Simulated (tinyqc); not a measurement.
# Strained alloy layer of GaSb and GaAs on (001) InP, model-solid band line-up: transition against well width

The layer is x parts of the first compound and 1 - x of the second, grown coherently on the third as substrate and barrier. Rows of the table: lattice constant a, average valence level Ea on an absolute scale, spin-orbit splitting so, gaps at Gamma, X and L, hydrostatic deformation potentials av and ac (Gamma), shear potential b, elastic constants, electron and heavy-hole (along z) masses. All are interpolated linearly in x; gaps get -C x (1 - x), taken wholly in the conduction band; real line-ups can differ from this model by 0.1 eV or more.

In-plane strain e = (a_substrate - a)/a, e_z = -2 (c12/c11) e, volume change 2 e + e_z. With v = 2 e + e_z and d = 2 b (e_z - e): Eav = Ea + av v; E_hh = Eav + so/3 - d/2; E_lh = Eav - so/6 + d/4 + sqrt(so^2 + so d + 9 d^2/4)/2; E_c = Ea + so/3 + EG + ac v (Gamma). Substrate: E_v = Ea + so/3, E_c = E_v + EG. Well depths: dEc = E_c(substrate) - E_c, dEhh = E_hh - E_v(substrate), dElh likewise; strained Gamma gap E_c - max(E_hh, E_lh); positive values confine carriers in the layer. Lowest level of a finite well of width Lw and depth V: kw Lw/2 = arctan(sqrt((mw/mb)(V - E)/E)), kw = sqrt(mw E/C), C = hbar^2/(2 m0), for electrons (dEc) and heavy holes (dEhh), mb from the substrate; transition E_c - E_hh + both levels, without exciton binding; wavelength h c/E.

Inputs (values chosen for the exercise):
- x = 0.48 (fraction of the first compound in the layer)
- CG = 1.43 eV (bowing of the Gamma gap)
- CX = 1.2 eV (bowing of the X gap)
- CL = 1.2 eV (bowing of the L gap)

Constants: q = 1.602176634e-19 C, hbar = 1.054571817e-34 J s, h = 6.62607015e-34 J s, m0 = 9.1093837015e-31 kg, c = 299792458 m/s, hbar^2/(2 m0) = 0.0380998212 eV nm^2. Results are converted to the units shown.

Binary compounds, values chosen for the exercise:

|  | close to GaSb | close to GaAs | close to InP |
|---|---|---|---|
| a (angstrom) | 6.096 | 5.653 | 5.869 |
| Ea (eV) | -6.25 | -6.92 | -7.04 |
| so (eV) | 0.756 | 0.342 | 0.109 |
| EG (eV) | 0.722 | 1.41 | 1.35 |
| EX (eV) | 1.03 | 1.93 | 2.17 |
| EL (eV) | 0.806 | 1.69 | 1.91 |
| av (eV) | 0.8 | 1.15 | 1.26 |
| ac (eV) | -6.8 | -7.2 | -4.99 |
| b (eV) | -1.99 | -1.7 | -1.71 |
| c11 (GPa) | 88.6 | 118 | 100 |
| c12 (GPa) | 40.5 | 53.9 | 56.1 |
| me (m0) | 0.0386 | 0.0677 | 0.0796 |
| mh (m0) | 0.253 | 0.35 | 0.535 |

Result of one run:

| Lw (nm) | electron level (meV) | heavy-hole level (meV) | transition energy (eV) | wavelength (nm) |
|---|---|---|---|---|
| 18 | 9.189 | 3.351 | 0.7324 | 1693 |

What becomes of these results when the layer thickness Lw is changed from 18 to 8.7 nm, all else the same?

Result of the changed run:

| Lw (nm) | electron level (meV) | heavy-hole level (meV) | transition energy (eV) | wavelength (nm) |
|---|---|---|---|---|
| 8.7 | 20.56 | 12.57 | 0.7530 | 1647 |

The whole series:

| Lw (nm) | electron level (meV) | heavy-hole level (meV) | transition energy (eV) | wavelength (nm) |
|---|---|---|---|---|
| 1.5 | 43.72 | 168.5 | 0.9321 | 1330 |
| 2.1 | 41.81 | 112.7 | 0.8744 | 1418 |
| 3 | 38.46 | 69.57 | 0.8279 | 1498 |
| 4.3 | 33.44 | 40.60 | 0.7939 | 1562 |
| 6.1 | 27.27 | 23.08 | 0.7702 | 1610 |
| 8.7 | 20.56 | 12.57 | 0.7530 | 1647 |
| 12 | 14.92 | 7.080 | 0.7419 | 1671 |
| 18 | 9.189 | 3.351 | 0.7324 | 1693 |
| 25 | 5.854 | 1.801 | 0.7275 | 1704 |

The wavelength rises from 1330 to 1704 nm, towards 1722 nm for E_c - E_hh alone. The electron level goes as Lw^(-0.13) in the thinnest wells, where it reaches 95.0 % of the depth dEc = 46.0 meV, and as Lw^(-1.37) in the widest. One monolayer (a/2) more shifts the transition by about -9.9 meV at Lw = 3 nm.

Numbers from tinyqc (`OMP_NUM_THREADS=1 python tinyqc.py 2690124 2690125 out.jsonl`; about 0.01 s on one thread of a shared Intel Xeon 2.30GHz).
